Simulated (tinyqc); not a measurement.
Barrier width: Kronig-Penney superlattice by transfer matrices.

Wells (width a, potential 0, mass mw) alternate with barriers (width b, height V0, mass mb); period d = a + b; c = hbar^2/2m0. The vector (psi, psi'/m) is continuous, and a layer of thickness t carries it by M = [[cos kt, (m/k) sin kt], [-(k/m) sin kt, cos kt]] with k = sqrt(m (E - V)/c); for E < V, k = i kappa gives [[cosh, (m/kappa) sinh], [(kappa/m) sinh, cosh]] of kappa t. A Bloch state obeys cos(q d) = tr(Mb Mw)/2.

Constants: hbar^2/2m0 = 3.80998211 eV angstrom^2.

Values chosen for the exercise (near those of an InGaAs superlattice with barriers of InAlAs; shifted at random, so the results belong to these values and not to a real crystal):
- a = 34 angstrom (well width)
- V0 = 0.533 eV (barrier height)
- mw = 0.0421 m0 (mass in the wells)
- mb = 0.0721 m0 (mass in the barriers)
- bs = (9, 13.5, 18, 23.4, 28.8, 36, 45) angstrom (barrier widths)

First miniband against b. m_z = -2 c f'/d^2 with f = tr M/2 at the bottom of the band. E1 is the level of the single well, kappa1 its decay constant in the barrier.

First miniband:
```
b (angstrom)  bottom (eV)  top (eV)  W (meV)   ln W  m_z (m0)
9.0                0.0976    0.3868    289.2  5.667    0.0515
13.5               0.1253    0.3137    188.4  5.239    0.0578
18.0               0.1450    0.2708    125.8  4.835    0.0657
23.4               0.1614    0.2405    79.11  4.371    0.0783
28.8               0.1725    0.2230    50.43  3.921    0.0954
36.0               0.1819    0.2099    28.00  3.332     0.129
45.0               0.1883    0.2019    13.55  2.606     0.197
```

E1 = 0.1948 eV
kappa1 = 0.0800 1/angstrom

What does the comparison show, and why?

W falls from 289.2 to 13.55 meV, and both edges close in on E1. The slope of ln W is -0.0952 per angstrom over the first two rows and -0.0807 over the last two, against -kappa1 = -0.0800: the width follows one power of the tunnelling amplitude once the wells couple weakly. m_z grows by a factor 3.8. Layers under about 10 angstrom are at the limit of envelope theory.

Run: tinyqc, `OMP_NUM_THREADS=1 python tinyqc.py 1251421 1251422 out.jsonl`; Intel(R) Xeon(R) Processor @ 2.30GHz, one thread, shared host; about 0.04 s of CPU time with all checks.
